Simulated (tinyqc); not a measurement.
Hexagonal on-chip spiral inductor, lumped pi model: two steps of the calculation.

Outer diameter do = di + 2 n wd + 2 (n - 1) sp, mean da = (do + di)/2, fill p = (do - di)/(do + di), length l = 3.464 n da. L = 2.33 mu0 n^2 da/(1 + 3.82 p), mu0 = 4 pi 1e-7 H/m. Rs = rho l/(wd delta (1 - exp(-th/delta))), delta = sqrt(rho/(pi f mu0)). Cs = n wd^2 eps0 eo/hu across the coil. At each end Cox = l wd eps0 eo/(2 ho) leads to the substrate branch Rsi = 2 rs he/(l wd) in parallel with Csi = l wd eps0 11.7/(2 he). With one end grounded Y = 1/(Rs + i w L) + i w Cs + 1/[1/(i w Cox) + 1/(1/Rsi + i w Csi)], w = 2 pi f; Q = -Im Y/Re Y. Eddy currents in neighbouring turns and in the substrate are left out.

Values chosen for this exercise; values of the order met in silicon radio-frequency processes:
- n = 1.5 (number of turns)
- wd = 10 um (line width)
- sp = 3 um (space between turns)
- di = 80 um (inner diameter)
- th = 3.4 um (metal thickness)
- rho = 2.2 uohm cm (metal resistivity)
- ho = 5 um (oxide below the coil)
- hu = 1 um (oxide between coil and underpass)
- eo = 3 (relative permittivity of the oxide)
- rs = 20 ohm cm (substrate resistivity)
- he = 50 um (effective spreading depth in the substrate)
- f = 7 GHz (frequency)

Constants: eps0 = 8.8541878128e-12 F/m. Results are converted to the units shown.

Problem 1. Geometry and model elements. do, l, L, delta, Rs, Cs, Cox, Rsi and Csi as defined.

Wanted: do; l; L; delta; Rs; Cs; Cox; Rsi; Csi.

Solution 1.

do = 113.0 um
l = 501.4 um
L = 0.3846 nH
delta = 0.8922 um
Rs = 1.264 ohm
Cs = 3.984 fF
Cox = 13.32 fF
Rsi = 3989 ohm
Csi = 5.194 fF

Problem 2. Admittance, quality factor and apparent inductance. Series branch 1/(Rs + i w L), substrate branch, total Y, Q = -Im Y/Re Y, apparent inductance Im(1/Y)/w, metal-only value w L/Rs, share of the loss in the substrate Re(substrate branch)/Re Y.

L = 0.38455686 nH
Rs = 1.2643213 ohm
Cs = 3.9843845 fF
Cox = 13.318841 fF
Rsi = 3988.7199 ohm
Csi = 5.1943481 fF

Give: series branch; substrate branch; Y; Q; apparent inductance; w L/Rs; share of the loss in the substrate.

Solution 2.

series branch = 4.395-58.795i mS
substrate branch = 0.11852+0.20085i mS
Y = 4.514-58.419i mS
Q = 12.943
apparent inductance = 0.38689 nH
w L/Rs = 13.378
share of the loss in the substrate = 2.6259 %

Q is 96.8 % of the metal-only value.

Program tinyqc, `OMP_NUM_THREADS=1 python tinyqc.py 2302112 2302113 out.jsonl`; Intel Xeon 2.30GHz, shared host, one thread, about 0.01 s.
